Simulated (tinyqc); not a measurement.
Effective-mass impurity with a central-cell term, in a basis of Slater functions: one step, computed by the program tinyqc. Command: `OMP_NUM_THREADS=1 python tinyqc.py 3003162 3003163 out.jsonl centralcell walk`. One thread of a shared host (Intel(R) Xeon(R) Processor @ 2.30GHz), about 0.01 s of CPU time with the checks.

The envelope obeys H = -nabla^2 - (2/r) [Z + A exp(-kappa r)] in effective units, with kappa = a*/lambda; positive A deepens the well near the core.

Task: Generalised eigenproblem. (T + V + W) c = E S c with c^T S c = 1 and the largest component positive.

Impurity: acceptor, one isotropic band.

kinetic T (Ry*):
```
           1          2          3
1     0.2704  0.4829192  0.5594792
2  0.4829192   1.430416   2.554642
3  0.5594792   2.554642   7.566901
```

Coulomb V (Ry*):
```
           1          2          3
1      -1.04  -1.332469  -1.279309
2  -1.332469     -2.392  -3.064679
3  -1.279309  -3.064679    -5.5016
```

central cell W (Ry*):
```
              1            2            3
1  -0.004222051  -0.01436601  -0.04738408
2   -0.01436601  -0.04889687   -0.1613873
3   -0.04738408   -0.1613873   -0.5334613
```

overlap S:
```
          1         2         3
1  1.000000  0.776497  0.391130
2  0.776497  1.000000  0.776497
3  0.391130  0.776497  1.000000
```

Give: two lowest levels; coefficients of the lowest state; <T>; <W>.

Result:

two lowest levels (Ry*): -1.028  -0.149

coefficients of the lowest state: 0.1995  0.8470  -0.0135

<T> = 1.140 Ry*

<W> = -0.03626 Ry*
